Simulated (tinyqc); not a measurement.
# Free and trapped electrons in a MOS channel with a dense trap tail: effects of single changes

p-type body, charge-sheet picture, full ionisation (an idealisation for deep acceptors), Boltzmann statistics for free electrons. e = Ec - EF at the surface. Acceptor-like traps of density D(E) = D0 + De exp(-E/Ew) at depth E below Ec, from 0 to Eu, hold n_t = integral of D(E)/(1 + exp((e - E)/Vt)). psi = Eg - Vt ln(Nv/Na) - e; N_dep = sqrt(2 eps0 eps_r Na (psi - Vt)/q); n_f = sqrt(N_dep^2 + 2 eps0 eps_r Vt Nc exp(-e/Vt)/q) - N_dep; Vg = Vfb + psi + q (N_dep + n_t + n_f)/Cox, Cox = eps0 eox/tox.

Parameters, values chosen for the exercise; band and dielectric values close to those of silicon: temperature T = 300 K; band gap Eg = 1.12 eV; relative permittivity eps_r = 11.5; conduction-band density of states at T Nc = 2.76e19 cm^-3; valence-band density of states at T Nv = 2.68e19 cm^-3; relative permittivity of the insulator eox = 3.9; insulator thickness tox = 68 nm; acceptor density Na = 7.3e15 cm^-3; flat-band voltage without trapped charge Vfb = -0.77 V; constant background density of acceptor-like traps D0 = 2.6e11 cm^-2 eV^-1; density of the tail at the conduction edge De = 4e12 cm^-2 eV^-1; decay energy of the tail Ew = 0.14 eV; depth below Ec down to which the traps reach Eu = 0.53 eV; mobility of free electrons mf = 98 cm^2/(V s).

Constants: q = 1.602176634e-19 C, kB = 1.380649e-23 J/K, Vt = kB T/q, eps0 = 8.8541878128e-14 F/cm where lengths are in cm. Results are converted to the units shown.

Each table varies one quantity; the others keep the values above.

## Free and trapped charge against gate voltage

Free share n_f/(n_f + n_t); swing ln 10 n_f/(dn_f/dVg); field-effect mobility mf q (dn_f/dVg)/Cox, for a constant mf; oxide field q (N_dep + n_t + n_f)/(eps0 eox).

Free and trapped charge against gate voltage:
```
Vg (V),e (eV),n_f (cm^-2),n_t (cm^-2),free share (%),swing (mV/decade),field-effect mobility (cm^2/(V s)),oxide field (MV/cm)
0.5,0.4246,1.619e6,4.339e10,0.003732,193.4,0.005962,0.1157
1.8,0.1563,3.858e10,2.783e11,12.18,715.2,38.40,0.2674
3.1,0.09310,2.957e11,4.021e11,42.38,2865,73.50,0.4493
4.4,0.06493,6.257e11,4.705e11,57.08,5420,82.19,0.6363
5.7,0.04636,9.813e11,5.179e11,65.45,8068,86.59,0.8248
7.1,0.03150,1.381e12,5.551e11,71.32,1.097e4,89.60,1.028
8.4,0.02053,1.762e12,5.809e11,75.20,1.370e4,91.54,1.218
9.7,0.01137,2.150e12,6.005e11,78.17,1.646e4,92.96,1.408
11,0.003510,2.543e12,6.156e11,80.51,1.926e4,94.01,1.598
```

What does the comparison show?

n_f reaches 1e11 cm^-2 at Vg = 2.19 V, against 1.16 V without traps. The free share rises from 0.00373 to 80.5 % and the field-effect mobility rises from 0.00596 to 94.0 cm^2/(V s), although mf = 98 is constant: in the last row 95.9 % of Cox dVg goes into free electrons. The swing in the first row is 193 mV a decade (Vt ln 10 = 59.5). For Vg = 5.7, 7.1, 8.4, 9.7, 11 EF lies less than 2 Vt below the band edge, or above it, where degeneracy and confinement, left out, matter.

## Effect of the density of the tail at the conduction edge

VT is the Vg for n_f = 1e11 cm^-2; swing ln 10 n_f/(dn_f/dVg) at n_f = 1e8 cm^-2; the last three columns are for Vg = VT + 5.4 V, with free share n_f/(n_f + n_t) and field-effect mobility mf q (dn_f/dVg)/Cox; there EF is near the band edge, where Boltzmann statistics are rough.

Effect of the density of the tail at the conduction edge:
```
De (cm^-2 eV^-1),e at VT (eV),VT (V),q n_t/Cox at VT (V),swing (mV/decade),n_f (cm^-2),free share (%),field-effect mobility (cm^2/(V s))
1e12,0.1285,1.664,0.5052,171.9,1.679e12,87.44,94.94
2e12,0.1285,1.840,0.6811,193.3,1.626e12,82.25,93.49
5e12,0.1285,2.368,1.209,257.5,1.475e12,68.75,88.79
1e13,0.1285,3.248,2.089,364.5,1.257e12,51.75,80.15
2e13,0.1285,5.007,3.848,578.6,9.290e11,31.05,62.70
4e13,0.1285,8.527,7.368,1007,5.742e11,13.95,37.60
9e13,0.1285,17.32,16.17,2077,2.978e11,4.305,14.92
2e14,0.1285,36.68,35.52,4431,1.794e11,1.374,5.411
```

As De goes from 1e12 to 2e14, VT rises from 1.66 to 36.7 V, its part due to traps rises from 0.505 to 35.5 V, the swing rises from 172 to 4430 mV/decade and the field-effect mobility falls from 94.9 to 5.41 cm^2/(V s).

Numbers from tinyqc (`OMP_NUM_THREADS=1 python tinyqc.py 2222158 2222159 out.jsonl`; about 0.02 s on one thread of a shared Intel Xeon 2.30GHz).
